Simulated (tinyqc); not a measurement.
Ion implantation: universal nuclear stopping, Lindhard-Scharff electronic stopping and a Gaussian range profile: one step, computed by the program tinyqc. Command: `OMP_NUM_THREADS=1 python tinyqc.py 3003229 3003230 out.jsonl implant walk`. One thread of a shared host (Intel(R) Xeon(R) Processor @ 2.30GHz), about 0.06 s of CPU time with the checks.

An ion slows by elastic collisions with screened nuclei and by friction with electrons; channelling is ignored and the target is uniform.

Task: Range and straggle. Reduced energy eps = 32.53 M2 E/(Z1 Z2 (M1 + M2)(Z1^0.23 + Z2^0.23)), E in keV; s_n = ln(1 + 1.1383 eps)/(2 (eps + 0.01321 eps^0.21226 + 0.19593 eps^0.5)) for eps up to 30 and ln(eps)/(2 eps) above; S_n = 8.462 Z1 Z2 M1 s_n/((M1 + M2)(Z1^0.23 + Z2^0.23)) in 1e-15 eV cm^2. S_e = k 3.83 Z1^(7/6) Z2/(Z1^(2/3) + Z2^(2/3))^(3/2) sqrt(E/M1) in 1e-15 eV cm^2, E in keV. Path length R = int_0^E dE'/(N (S_n + S_e)); energy lost to nuclei nu = int_0^E S_n/(S_n + S_e) dE' (both with E' = E y^3 and 64 Gauss-Legendre points in y). Estimates of Lindhard type: R_p = R/(1 + M2/(3 M1)), straggle dR_p = (2/3) R_p sqrt(M1 M2)/(M1 + M2).

Inputs (values chosen for the exercise, modelled on germanium ions in copper): ion atomic number Z1 = 32; ion mass M1 = 74 u; target atomic number Z2 = 29; target mass M2 = 63.55 u; target density N = 84.9 1/nm^3; ion energy E = 180 keV; scale factor of electronic stopping k = 1.4.

Give: path length R; projected range R_p; straggle dR_p; energy lost to nuclei nu.

Result:

path length R = 53.59 nm

projected range R_p = 41.67 nm

straggle dR_p = 13.85 nm

energy lost to nuclei nu = 136.4 keV

76 % of the energy goes to nuclei over the whole path.
